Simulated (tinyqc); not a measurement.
From one set of inputs to another, one input at a time: thermal stress, cracking, delamination and buckling of a thin film; Griffith cracks and misfitting inclusions. Computed by tinyqc, a small Python program. Command: `OMP_NUM_THREADS=1 python tinyqc.py 3027857 3027858 out.jsonl filmcrack ladder`. One thread of a shared host (Intel(R) Xeon(R) Processor @ 2.30GHz), about 0.01 s of CPU time with the checks.

Isotropic linear elasticity; the substrate is much thicker than the film; stress is positive in tension.

The inputs printed are set A. Inputs not listed in the table keep their values of set A, so the rows need not describe a real material.

Inputs (values chosen for the exercise, modelled on an aluminium film on silicon):
```
quantity                       value        unit
film Young's modulus E          69.4         GPa
film Poisson ratio nu           0.34           -
film expansion alpha_f          22.4      1e-6/K
substrate expansion alpha_s      3.3      1e-6/K
deposition temperature T_d       650           K
final temperature T              300           K
intrinsic stress                -150         MPa
film thickness h                0.37  micrometre
film toughness Gamma_f           2.2       J/m^2
interface toughness Gamma_i      1.3       J/m^2
substrate Young's modulus E_s    160         GPa
substrate Poisson ratio nu_s    0.24           -
inclusion radius R                 3  micrometre
```

Inclusion: long cylinder (a filled via).

Method:
- Thermal strain = (alpha_f - alpha_s)(T_d - T); stress = E/(1 - nu) x strain + intrinsic stress; plane-strain modulus Ebar = E/(1 - nu^2); G0 = stress^2 h/(2 Ebar) is the energy freed per area when a long strip loses its stress across its width.
- Dundurs alpha = (Ebar - Ebar_s)/(Ebar + Ebar_s), with Ebar_s = E_s/(1 - nu_s^2). The channel-crack factor is taken as g = 1.258 (1 - alpha)^(-0.7), a rough interpolation chosen for the exercise (1.258 is the value for matched materials).
- Channel crack through the film: G = pi g G0, critical thickness where G = Gamma_f. Steady delamination from an edge: G = G0, critical thickness where G = Gamma_i.
- Film material fills a long cylinder of radius R in the substrate, with the misfit e = thermal strain (it wants to shrink if e > 0). With the axial strain held by the substrate, s0 = (1 + nu) e/[(1 + nu)(1 - 2 nu)/E + (1 + nu_s)/E_s]; inside s_rr = s_tt = s0 and s_zz = E e + 2 nu s0; outside s_rr = s0 (R/r)^2, s_tt = -s_rr. Keep-out radius: where |s_rr| falls to 10 MPa (R if it is lower at the wall).

Each row keeps all changes above it; columns: (1) input moved; (2) from; (3) to; (4) critical thickness for channelling (micrometre); (5) critical thickness for delamination (micrometre); (6) keep-out radius (micrometre):
```
(1)                                    (2)   (3)     (4)     (5)    (6)
set A                                    -     -  0.3558  0.6673  24.06
film thickness h (micrometre)         0.37   1.9  0.3558  0.6673  24.06
inclusion radius R (micrometre)          3   0.3  0.3558  0.6673   2.41
film Poisson ratio nu                 0.34  0.29  0.4176  0.7773   2.23
film Young's modulus E (GPa)          69.4   248  0.0526  0.1475   2.80
intrinsic stress (MPa)                -150  -330  0.0625  0.1751   2.80
substrate expansion alpha_s (1e-6/K)   3.3   3.2  0.0617  0.1730   2.80
deposition temperature T_d (K)         650  1150  0.0087  0.0244   4.37
```

Critical thickness for channelling goes from 0.356 to 0.00871, a factor 0.0245 in all. The largest single move comes from film Young's modulus E (a factor 0.126). Critical thickness for delamination goes from 0.667 to 0.0244, a factor 0.0366 in all. The largest single move comes from deposition temperature T_d (a factor 0.141). Keep-out radius goes from 24.1 to 4.37, a factor 0.182 in all. The largest single move comes from inclusion radius R (a factor 0.100), and deposition temperature T_d works against it (a factor 1.56). The single moves hold for this order of the switches; the total does not depend on the order.

Caution (all rows): at a stress above 0.4 % of E a ductile film would yield, and the elastic value is then an upper bound; a brittle film in tension cracks instead. Caution (all rows): plastic flow makes a ductile metal film far tougher than the brittle value used here.

Extremes, crossings and ranges named in words are read from the listed rows.
